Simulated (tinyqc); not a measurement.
# Changing the temperature T

Model: harmonic transition-state theory with quantum, tunnelling and friction corrections. Computed by tinyqc, a small Python program. Command: `OMP_NUM_THREADS=1 python tinyqc.py 3020044 3020045 out.jsonl rates sweep`. One thread of a shared host (Intel(R) Xeon(R) Processor @ 2.30GHz), about 0.06 s of CPU time with the checks.

One atom hops between equivalent sites; three modes at the minimum and two real modes at the saddle are treated as harmonic, the rest of the crystal as unchanged; melting is ignored, so hot rows may lie above the melting point.

Inputs (values chosen for the exercise, modelled on interstitial oxygen in silicon):
```
quantity                                value      unit
barrier E_b                              2.43        eV
imaginary frequency at the saddle nu_b   16.1       THz
jump length d                             1.9  angstrom
number of jump directions z                 6         -
```

Lattice of sites: three-dimensional.

frequencies at the minimum (THz): 24  25.1  26.1

real frequencies at the saddle (THz): 17.3  21.2

Constants: k_B = 8.617333262e-05 eV/K; h x 1 THz = 4.135667696 meV.

Method:
- Vineyard: nu* = product of minimum frequencies / product of real saddle frequencies; k_cl = nu* exp(-E_b/(k_B T)).
- Activation entropy S = k_B ln(nu* h/(k_B T)); for uncorrelated jumps D = z k d^2/6 and D0 = z nu* d^2/6; 1 angstrom^2 = 1e-16 cm^2.
- Quantum harmonic: k_q = (k_B T/h) [prod 2 sinh(x_i/2) (minimum) / prod 2 sinh(x_j/2) (saddle)] exp(-E_b/(k_B T)), x = h nu/(k_B T).
- Zero-point correction to the barrier = (h/2)(sum of saddle frequencies - sum of minimum frequencies).
- With u = h nu_b/(k_B T): Wigner factor 1 + u^2/24; parabolic barrier (Bell) (u/2)/sin(u/2), valid above T_c = h nu_b/(2 pi k_B); symmetric Eckart barrier: kappa = int_0^infinity P(E) exp(-(E - E_b)/(k_B T)) dE/(k_B T), P = (cosh 2a - 1)/(cosh 2a + cosh 2d), a = alpha sqrt(E/E_b), alpha = 2 pi E_b/(h nu_b), 2d = 2 sqrt(alpha^2 - pi^2/4).

One run for each value:
```
temperature T (K)  classical rate k_cl (1/s)  ratio k_q/k_cl  Eckart factor  classical diffusivity D (cm^2/s)
520                               1.2047e-10          1.4672         1.0999                        4.3489e-26
640                               3.1386e-06          1.2936         1.0647                        1.1330e-21
790                               1.3491e-02          1.1865         1.0421                        4.8702e-18
980                               1.3663e+01          1.1185         1.0273                        4.9324e-15
1200                              2.6705e+03          1.0780         1.0182                        9.6405e-13
1500                              2.9356e+05          1.0494         1.0117                        1.0598e-10
1900                              1.5365e+07          1.0306         1.0074                        5.5468e-09
2300                              2.0301e+08          1.0208         1.0051                        7.3285e-08
2900                              2.5654e+09          1.0131         1.0033                        9.2611e-07
```

Describe and explain the trends.

Over the rows, classical rate k_cl (1/s) rises from 1.20e-10 to 2.57e9 (exponent d ln y / d ln x 49 between the first rows and 11 between the last); ratio k_q/k_cl falls from 1.47 to 1.01 (exponent d ln y / d ln x -0.61 between the first rows and -0.033 between the last); Eckart factor falls from 1.10 to 1.00 (exponent d ln y / d ln x -0.16 between the first rows and -0.0079 between the last). The apparent barrier of the corrected rate k_cl (k_q/k_cl) kappa(Eckart) is 2.392 eV between the coldest rows and 2.421 eV between the hottest, against E_b = 2.43 eV.

Caution (rows 520, 640, 790): h nu exceeds k_B T, so zero-point and tunnelling corrections to the classical rate matter.
